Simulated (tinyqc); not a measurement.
Tight binding, dimerised chain, step by step. One step of it, computed by the program tinyqc.

Question. Bloch Hamiltonian at k. H_AA = +delta, H_BB = -delta, H_AB = -t1 - t2 exp(-i k a).

Parameters chosen for this model:
```
parameter     value                      unit
t1         2.210000       eV, inside the cell
t2         2.240000         eV, between cells
delta             0  eV, +/- on the two sites
```

k point k (2 pi / a): 0.420000

Give: H(k) at k.

Answer.

H(k) at k (eV):
```
               A              B
A          0.000  -0.247+1.079i
B  -0.247-1.079i          0.000
```
